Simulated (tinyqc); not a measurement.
Deep-level transient spectroscopy: two steps of the calculation.

Schottky contact on an n-type layer with shallow donors Nd (all ionised) and a donor-like deep trap, neutral when filled and positive when empty; depletion approximation. Traps within lam of the depletion edge stay filled. A long pulse to Vp fills the traps beyond x1 = Wp - lam; back at Vr those between x1 and x2 = Wr - lam emit. A rate window reads S = C(t2) - C(t1).

Values chosen for this exercise; material values close to those of gallium arsenide:
- eps_r = 12.7 (relative permittivity)
- Nc = 4.43e17 cm^-3 (conduction-band density of states at 300 K)
- vth = 4.5e7 cm/s (thermal velocity at 300 K)
- Et = 0.21 eV (depth of the trap below the conduction edge)
- sn = 2.5e-17 cm^2 (capture cross-section)
- T = 161 K (temperature of the transient)
- F = 130 kV/cm (field at the trap)

Constants: q = 1.602176634e-19 C, kB = 1.380649e-23 J/K, eps0 = 8.8541878128e-14 F/cm where lengths are in cm. Results are converted to the units shown.

Task 1. Peak temperature. Fixed-point step for en(T) = ew: T(new) = (Et q/kB)/ln(sn g T^2/ew), g = vth Nc/(300 K)^2.

ew = 127.92139 1/s
T at the start = 300 K

Wanted: T after step 1.

Result 1.

T after step 1 = 160.6 K

Task 2. Poole-Frenkel lowering. A Coulomb centre of charge +q (when empty) in the field F lowers its barrier by dE = sqrt(q F/(pi eps0 eps_r)) along the field. One-dimensional rate: en exp(b), b = dE/kB T; three-dimensional (Hartke): en {[1 + (b - 1) exp(b)]/b^2 + 1/2}.

en = 38.312613 1/s

Wanted: dE; b; rate, one-dimensional; rate, three-dimensional.

Result 2.

dE = 76.78 meV
b = 5.534
rate, one-dimensional = 9704 1/s
rate, three-dimensional = 1457 1/s

Computed by the program tinyqc: `OMP_NUM_THREADS=1 python tinyqc.py 2050001 2050002 out.jsonl`, one thread of a shared Intel Xeon 2.30GHz, about 0.01 s for the whole run.
